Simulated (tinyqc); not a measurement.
Worked calculation: Frenkel-Kontorova chain: a misfit dislocation (kink) in a monolayer on a periodic substrate. Computed by tinyqc, a small Python program that keeps every step. Command: `OMP_NUM_THREADS=1 python tinyqc.py 3008576 3008577 out.jsonl fkchain walk`. One thread of a shared host (Intel(R) Xeon(R) Processor @ 2.30GHz), about 0.04 s of CPU time with the checks. Intermediate numbers are printed to about 6 digits and carried at full precision; extremes and crossings named in words are read from the listed rows.

E = sum_j [(k/2)(x_(j+1) - x_j - b)^2 + (W/2)(1 - cos(2 pi x_j/a))], x_j = a (j + u_j). A kink takes u from 0 to 1: the chain is stretched by one period and has one atom fewer than wells.

Inputs (values chosen for the exercise, for a model overlayer): spring constant k = 6.41 eV/angstrom^2; substrate period a = 3.67 angstrom; corrugation W = 4.35 eV; misfit f = (b - a)/a = 0.27; atoms on each side n = 10; atomic mass M = 165 u.

Relaxation: Newton steps.

Constants: nu for 1 eV/(angstrom^2 u) = 15.6333042 THz.

## Continuum limit

l0 = sqrt(k a^2/(2 W)); kink u(j) = (2/pi) arctan exp(pi j/l0); kink energy at f = 0: E0 = (4/pi) W l0; with misfit E0 - k a^2 f; kinks become favourable at f_c = 2/(pi l0), and a coherent chain with free ends loses stability at f_m = 1/l0. Lowest vibration of the flat chain: nu0 = 15.6333042 THz x sqrt(2 pi^2 W/(a^2 M)).

kink width l0 = 3.15018

kink energy E0 = 17.4476 eV

kink energy with misfit = -5.86306 eV

critical misfit f_c = 0.202090

limit f_m = 0.317442

gap frequency nu0 = 3.07293 THz

f_c < f < f_m: kinks lower the energy, but must enter over a barrier at the ends. Caution: a corrugation above 1 eV is larger than real overlayers usually show; it is chosen to keep the kink narrow.

## Start between two atoms

Discrete chain at f = 0, ends held at u = 0 and 1: E = (k a^2/2) sum (u_(j+1) - u_j)^2 + (W/2) sum (1 - cos 2 pi u_j), gradient g_j = k a^2 (2 u_j - u_(j-1) - u_(j+1)) + pi W sin(2 pi u_j), Hessian 2 k a^2 + 2 pi^2 W cos(2 pi u_j) on the diagonal and -k a^2 beside it. Free atoms j = -n..n-1 start from the continuum shape centred half-way, at j + 1/2.

u at the start: [0.000049, 0.000133, 0.000359, 0.000974, 0.002641, 0.007159, 0.019403, 0.052495, 0.140314, 0.347475, 0.652525, 0.859686, 0.947505, 0.980597, 0.992841, 0.997359, 0.999026, 0.999641, 0.999867, 0.999951]

E at the start = 17.2039 eV

gradient (eV): [0.00120, -0.00098, -0.00264, -0.00717, -0.01942, -0.05244, -0.13813, -0.29863, 0.24350, 2.73067, -2.73067, -0.24350, 0.29863, 0.13813, 0.05244, 0.01942, 0.00717, 0.00264, 0.00098, -0.00120]

## Relaxation

Start as above (continuum shape at j + 1/2, j = -n..n-1, l0 = sqrt(k a^2/(2 W))). u(new) = u - H^-1 g; stop when the largest gradient is below 1e-9 eV.

Course:
```
step   E (eV)  largest gradient (eV)
1     17.2039            2.73067e+00
2     17.1588            5.94361e-02
3     17.1588            3.08754e-05
4     17.1588            9.15712e-12
```

relaxed u: [0.000053, 0.000158, 0.000420, 0.001101, 0.002876, 0.007512, 0.019615, 0.051178, 0.132769, 0.331613, 0.668387, 0.867231, 0.948822, 0.980385, 0.992488, 0.997124, 0.998899, 0.999580, 0.999842, 0.999947]

energy, centre between atoms = 17.1588 eV

last gradient = 9.15712e-12 eV

Converged; the discrete energy is 0.9834 of the continuum value, which puts the discrete f_c = E/(k a^2) at 0.1987.

## Peierls barrier

Repeat by Newton steps with an atom at the centre (j = -n..n, u_0 = 1/2). Barrier = difference of the two energies; the lowest Hessian eigenvalue tells minimum from saddle.

energy, centre on an atom = 17.2128 eV

Peierls barrier = 54.0414 meV

lowest eigenvalue, between atoms = 5.09797 eV

lowest eigenvalue, on an atom = -4.91541 eV

The atom-centred kink, with an atom on top of the corrugation, is a saddle and the other a minimum. The barrier is 1.2 % of W, what one atom alone would climb.

## Kink density above f_c

Frank and van der Merwe: the modulus q solves f = 2 E(q)/(pi l0 q), and the kinks per atom are pi/(2 l0 q K(q)), with the complete elliptic integrals K and E; strain left = f - density (for f above f_c = 2/(pi l0)).

Continuum ground state:
```
f              q  kinks per atom  strain left
0.2031  0.999000        0.111024    0.0920758
0.2061  0.995326        0.134306    0.0717942
0.2122  0.986679        0.157091    0.0551087
0.2223  0.970734        0.180890    0.0414102
0.2425  0.936230        0.214817    0.0276827
0.2829  0.865516        0.267346    0.0155536
0.3436  0.767267        0.335419    0.0081813
0.4446  0.635307        0.440933    0.0036671
```

0.50 % above f_c the density is already 0.55 of f: kinks repel only exponentially, so they flood in, as 1/|ln(f - f_c)|. At 2.2 f_c they take up 99.2 % of the misfit and the layer floats nearly free.

Checks made by the program: energy against a quasi-Newton minimiser (relative difference below 1e-10).
